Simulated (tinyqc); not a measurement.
Thermodynamics of metal silicides: hull, first phase, silicon consumed, nucleation and stability against SiO2: one step, computed by the program tinyqc. Command: `OMP_NUM_THREADS=1 python tinyqc.py 3020208 3020209 out.jsonl silphase walk`. One thread of a shared host (Intel(R) Xeon(R) Processor @ 2.30GHz), about 0.01 s of CPU time with the checks.

Entropies of formation of the solids are neglected, so heats stand for free energies. Si fractions: M5Si3 0.3750, MSi 0.5000, MSi2 0.6667.

Problem. Which phases are stable. A phase is stable if it lies below every straight line between a phase on its left and one on its right (M and Si at zero). Distance = its heat less the lowest such line, negative for a stable phase.

Inputs (values chosen for the exercise, of the order of those of titanium silicides for heats and volumes only): heat of formation of M5Si3 = -70.3 kJ/mol atoms; heat of formation of MSi = -66.1 kJ/mol atoms; heat of formation of MSi2 = -46.3 kJ/mol atoms.

Phases: M5Si3, MSi, MSi2.

Give: distance to the lowest tie line.

Solution.

distance to the lowest tie line (kJ/mol atoms): M5Si3 -20.725, MSi -6.086, MSi2 -2.233

All three are stable.
